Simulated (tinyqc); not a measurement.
Deep level with several charge states, and Shockley-Read-Hall recombination: one step. The neutral state.

Energies from Ev. The defect has charge states 0, -1, -2 with weights 1, gm exp((EF - E1)/kT), exp((2 EF - E1 - E2)/kT); the shares are the weights over their sum. Boltzmann carriers: n = Nc exp((EF - Eg)/kT), p = Nv exp(-EF/kT). Neutrality: p - n + Nd + Nt <q> = 0.

Constants: kB = 8.617333262e-05 eV/K.

Parameters, chosen for this exercise (gap and densities of states near those of Ge at this temperature; shifted at random, so the results belong to these values and not to a real crystal): Eg = 0.662 eV (gap); Nc = 1.03e+19 1/cm^3 (conduction-band density of states); Nv = 5.03e+18 1/cm^3 (valence-band density of states); T = 300 K; E1 = 0.195 eV (level (0/-1) above Ev); E2 = 0.464 eV (level (-1/-2) above Ev); gm = 2 (degeneracy of the middle state, the others 1); Nt = 3.1e+14 1/cm^3 (defects); Nd = 3.7e+13 1/cm^3 (ionised shallow donors minus acceptors).

Problem. Solve for EF.

Give: EF; shares at EF; n; p.

Solution.

EF = 0.2552 eV

shares at EF: 0 0.047, -1 0.953, -2 0.000

n = 1.51e+12 1/cm^3
p = 2.60e+14 1/cm^3

Without the defects the majority density would be 4.56e+13 1/cm^3; with them the density of these carriers is 1.51e+12, below that of the other kind: the type has inverted, so the defects more than cancel the doping. Most defects are in the state -1.

tinyqc: `OMP_NUM_THREADS=1 python tinyqc.py 1682752 1682753 out.jsonl`; about 0.01 s, one thread, shared Intel(R) Xeon(R) Processor @ 2.30GHz.
